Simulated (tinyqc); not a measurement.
All approximations against the coupling: Froehlich polaron in a polar crystal. Computed by tinyqc, a small Python program. Command: `OMP_NUM_THREADS=1 python tinyqc.py 3012612 3012613 out.jsonl frohlich walk`. One thread of a shared host (Intel(R) Xeon(R) Processor @ 2.30GHz), about 0.04 s of CPU time with the checks.

One electron in a parabolic band of mass m*, coupled to dispersionless LO phonons in the continuum model. Energies are in units of hbar omega unless marked, wave numbers in k_0 = sqrt(2 m* omega/hbar).

Inputs (values chosen for the exercise, for a model crystal):
```
quantity                          value  unit
band mass m*                      0.359   m_0
LO phonon energy hbar omega        67.8   meV
eps_inf                            3.11     -
static dielectric constant eps_s   11.3     -
electron wave number k/k_0         0.13     -
```

Constants: hbar^2/(2 m_0) = 3.80998212 eV angstrom^2; e^2/(4 pi eps_0) = 14.39964548 eV angstrom.

Method:
- 1/eps* = 1/eps_inf - 1/eps_s; k_0 = sqrt(2 m* omega/hbar) = sqrt(m* hbar omega / (hbar^2/(2 m_0))) with m* in m_0; alpha = (e^2/(4 pi eps_0)) k_0/(2 eps* hbar omega); polaron length 1/k_0.
- Feynman's bound: E(v, w) = 3 (v - w)^2/(4 v) - (alpha v/sqrt(pi)) int_0^infinity e^-u D(u)^(-1/2) du, D = w^2 u + ((v^2 - w^2)/v)(1 - e^(-v u)); integrals by 80 Gauss-Legendre points in s from 0 to 1 with u = 40 s^2.
- Minimise over v > w > 0 (simplex search); mass m_p/m* = 1 + (alpha v^3/(3 sqrt(pi))) int u^2 e^-u D^(-3/2) du.
- Other columns: second order -alpha; Landau-Pekar Gaussian -alpha^2/(3 pi); Lee-Low-Pines mass 1 + alpha/6. The polaron energy in meV uses the given hbar omega.

coupling constant alpha = 1.97805

Energies (hbar omega) and masses (m*):
```
alpha  second order   Gaussian   Feynman  Feynman (meV)  mass, LLP  mass, Feynman     v     w
0.49          -0.49  -0.025475  -0.49304        -33.428     1.0817          1.088  3.05  2.94
0.99          -0.99   -0.10399   -1.0028        -67.987      1.165          1.193  3.11  2.87
2                -2   -0.42441   -2.0554        -139.35     1.3333          1.472  3.25  2.73
3.1            -3.1    -1.0197   -3.2434        -219.90     1.5167          1.942  3.44  2.54
3.2            -3.2    -1.0865   -3.3540        -227.40     1.5333          1.999  3.46  2.52
6.1            -6.1    -3.9481   -6.8443        -464.04     2.0167          7.313  4.75  1.85
9.1            -9.1    -8.7864   -11.677        -791.67     2.5167          66.79  10.1  1.27
12              -12    -15.279   -18.143        -1230.1          3          281.6  18.6  1.13
```

All three energies are upper bounds (-alpha through the Lee-Low-Pines state), and the Feynman value is the lowest in every row. It lies within 5 % of -alpha up to alpha = 3.2; at alpha = 12 it is 1.19 times the Gaussian value, whose alpha^2 law it approaches with a constant shift of about -3 ln 2 - 3/4 = -2.83 (here -2.86). The mass stays within 10 % of 1 + alpha/6 up to alpha = 0.99 and reaches 282 m* in the last row; w falls from 2.94 towards 1 while v grows to 18.6.

Extremes, crossings and ranges named in words are read from the listed rows.
